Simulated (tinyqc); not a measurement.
## Elastic trap-assisted tunnelling through a dielectric: effect of the thickness at fixed voltage

Emitter at x = 0 (Fermi level 0), collector at x = t (Fermi level -V), band edge U(x) = phi - F x, F = V/t. A trap at x has the energy E = U(x) - Et. With G(u) = (4/(3 F)) sqrt(mo/C) max(u, 0)^1.5, C = hbar^2/(2 m0): S1 = G(phi - E) - G(Et), S2 = G(Et) - G(phi - V - E), T1,2 = exp(-S1,2). The steady rate through one trap is nu T1 T2 (f1 - f2)/(T1 + T2), f1 = f(E), f2 = f(E + V), f(y) = 1/(1 + exp(y/Vt)); both contacts offer states at E.

J = q Nt times the integral of the rate over x. Direct S = (4/(3 F)) sqrt(mo/C) [phi^1.5 - max(phi - V, 0)^1.5].

Inputs (values chosen for the exercise); dielectric values close to those of aluminium oxide:

| symbol | value | unit | meaning |
|---|---|---|---|
| T | 350 | K | temperature |
| phi | 2.67 | eV | barrier above the emitter Fermi level |
| mo | 0.41 | m0 | tunnelling mass |
| Et | 2.06 | eV | trap depth below the band edge of the dielectric |
| Nt | 1.5e18 | cm^-3 | trap density |
| nu | 1e14 | 1/s | attempt frequency |
| V | 2.1 | V | voltage |

Constants: q = 1.602176634e-19 C, kB = 1.380649e-23 J/K, hbar = 1.054571817e-34 J s, m0 = 9.1093837015e-31 kg, Vt = kB T/q, hbar^2/(2 m0) = 0.0380998212 eV nm^2. Results are converted to the units shown.

Effect of the thickness at fixed voltage:
```
t (nm)  J (A/cm^2)  x of the peak over t  larger S there  direct S
2.5           6.10                 0.417            11.4      20.5
3.4          0.115                 0.421            15.5      27.8
4.4        0.00134                 0.423            19.9      36.0
5.3        2.40e-5                 0.425            24.0      43.4
6.2        4.27e-7                 0.426            28.0      50.8
7.1        7.58e-9                 0.426            32.0      58.2
8.1       8.59e-11                 0.427            36.5      66.3
9         1.52e-12                 0.427            40.5      73.7
```

What does the table show?

J falls from 6.10 to 1.52e-12 A/cm^2, on average 1.94 decades a nanometre, against 3.56 for the direct exponent: trap-assisted leakage falls more slowly, so it gains on direct tunnelling as the layer thickens.

Range of the model: Phonon-assisted (inelastic) capture, chains of traps and a spread of trap depths are left out.

Numbers from tinyqc (`OMP_NUM_THREADS=1 python tinyqc.py 2370135 2370136 out.jsonl`; about 0.04 s on one thread of a shared Intel Xeon 2.30GHz).
